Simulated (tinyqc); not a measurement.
Epitaxial growth on a vicinal surface: Burton-Cabrera-Frank step flow, step-edge barrier and island nucleation: one step, computed by the program tinyqc. Command: `OMP_NUM_THREADS=1 python tinyqc.py 3012243 3012244 out.jsonl stepflow walk`. One thread of a shared host (Intel(R) Xeon(R) Processor @ 2.30GHz), about 0.01 s of CPU time with the checks.

Adatoms land at rate F, hop on a square grid (a simplification for hexagonal faces), desorb, or join steps. Lengths are in units of a and n is the adatom coverage. Steps ascend at x = 0 and descend at x = l.

Question. Step flow or islands. Island density on a flat surface without desorption: N = 0.25 (F/D)^(i/(i+2)) exp(E_i/((i+2) k_B T)) per site, with E_i = 0 for i = 1; spacing l_n = N^(-1/2). Step flow needs an effective width l_eff = 2 x(peak) below l_n. Temperatures in kelvin are T(C) + 273.15.

Inputs (values chosen for the exercise, close to those used for GaAs(001)): deposition rate F = 0.025 layers/s; temperature T = 600 C; critical nucleus size i = 1.

D = 12371.67 a^2/s

position of the peak = 20.26632 a

Constants: k_B = 8.617333262e-05 eV/K.

Give: island density N on a flat surface; island spacing l_n; ratio l_eff/l_n.

Answer.

island density N on a flat surface = 0.003161 per site

island spacing l_n = 17.79 a

ratio l_eff/l_n = 2.279

Islands nucleate on the terraces, and a step-flow solution would overstate the coverage. Caution: twice the distance from the ascending step to the coverage peak exceeds the expected island spacing [0.25 (F/D)^(i/(i+2)) exp(E_i/((i+2) k_B T))]^(-1/2) by 40 % or more, so islands nucleate and the step-flow values are formal. Caution: the prefactor 0.25 and the criterion are estimates, good to a factor of about two in length.
